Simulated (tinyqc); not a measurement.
# Inputs raised by 5 %, one at a time

Model: ion-assisted plasma etching: sheath, surface coverage, synergy and aspect-ratio dependence. Computed by tinyqc, a small Python program. Command: `OMP_NUM_THREADS=1 python tinyqc.py 3014238 3014239 out.jsonl etch sens`. One thread of a shared host (Intel(R) Xeon(R) Processor @ 2.30GHz), about 0.01 s of CPU time with the checks.

Radicals adsorb on bare sites; ions remove covered sites with a high yield and bare sites by sputtering; a slow spontaneous reaction acts everywhere, walls included.

Inputs (values chosen for the exercise, close to those used for silicon dioxide in a fluorocarbon plasma):
```
quantity,value,unit
plasma density n_e,1.6e+11,1/cm^3
electron temperature T_e,2.7,eV
ion mass M_i,69,u
sheath voltage V,200,V
radical density n,3.7e+12,1/cm^3
radical mass M_n,19,u
gas temperature T_g,600,K
sticking coefficient s,0.6,-
radicals per removed unit x,3,-
yield slope b,0.1,eV^(-1/2)
threshold E_th,12,eV
sputter slope b_p,0.011,eV^(-1/2)
sputter threshold E_p,35,eV
spontaneous reaction probability k_c,2e-06,-
solid density N,2.2e+22,1/cm^3
ion temperature T_i,0.32,eV
aspect ratio A,6.9,-
```

Feature: round hole.

Constants: e = 1.602176634e-19 C; u = 1.6605390666e-27 kg; k_B = 1.380649e-23 J/K; eps_0 = 8.8541878128e-12 F/m.

Method:
- Bohm speed u_B = sqrt(e T_e/M_i); ion flux G_i = 0.61 n_e u_B; radical flux G_n = n c/4 with c = sqrt(8 k_B T_g/(pi M_n)).
- Debye length lambda_D = sqrt(eps_0 T_e/(e n_s)) with n_s = 0.61 n_e, T_e in volts; Child-law sheath d = (sqrt2/3) lambda_D (2 V/T_e)^(3/4); ion energy E = V + T_e/2; angular spread = arctan(sqrt(T_i/E)).
- Yields: Y = b (sqrt(E) - sqrt(E_th)) on covered sites, Y_p = b_p (sqrt(E) - sqrt(E_p)) on bare ones (zero below threshold).
- Steady coverage: s G_n (1 - theta) = x Y G_i theta; removal flux = Y G_i theta + Y_p G_i (1 - theta) + k_c G_n; rate = flux/N, 1 cm/s = 6e8 nm/min.
- Lateral rate = k_c G_n/N; anisotropy = 1 - lateral/vertical; synergy = vertical/(ions alone + radicals alone), with ions alone Y_p G_i/N and radicals alone the lateral rate.
- Transmission of a round hole: K = 1/(1 + 3A/4), walls that scatter diffusely without loss. With a loss probability S = s (1 - theta) at the floor, G_b/G_n = K/(K + S - K S); theta follows G_b, and the two are solved together. Ions are taken to reach the floor unshadowed; G_b replaces G_n in every term of the rate; A is depth over diameter.

Runs:
```
input moved,from,to,coverage theta,anisotropy,rate at the floor (nm/min),synergy
base run,-,-,0.4265,1.0000,134.6,5.599
electron temperature T_e (eV),2.7,2.835,0.4205,1.0000,135.9,5.534
sheath voltage V (V),200,210,0.4187,1.0000,136.7,5.470
radical density n (1/cm^3),3.7e+12,3.885e+12,0.4385,1.0000,138.7,5.729
spontaneous reaction probability k_c,2e-06,2.1e-06,0.4265,1.0000,134.6,5.599
aspect ratio A,6.9,7.245,0.4265,1.0000,131.7,5.599
gas temperature T_g (K),600,630,0.4325,1.0000,136.6,5.664
ion mass M_i (u),69,72.45,0.4325,1.0000,133.4,5.664
```

Exponents ln(y'/y) / ln(x'/x):
```
input,coverage theta,anisotropy,rate at the floor,synergy
electron temperature T_e,-0.291,0,0.196,-0.240
sheath voltage V,-0.378,0,0.311,-0.480
radical density n,0.568,0,0.618,0.467
spontaneous reaction probability k_c,0.000,0,0.000,0.000
aspect ratio A,0.000,0,-0.444,0.000
gas temperature T_g,0.285,0,0.308,0.235
ion mass M_i,0.285,0,-0.192,0.235
```

Which inputs matter most for each result?

Among the inputs moved here: coverage theta answers most in size to radical density n (exponent +0.568), next to sheath voltage V (-0.378); its exponent is below 0.0005 for spontaneous reaction probability k_c, aspect ratio A. anisotropy hardly depends on these (all exponents below 0.005). Rate at the floor answers most in size to radical density n (exponent +0.618), next to aspect ratio A (-0.444); its exponent is below 0.0005 for spontaneous reaction probability k_c. Synergy answers most in size to sheath voltage V (exponent -0.480), next to radical density n (+0.467); its exponent is below 0.0005 for spontaneous reaction probability k_c, aspect ratio A.
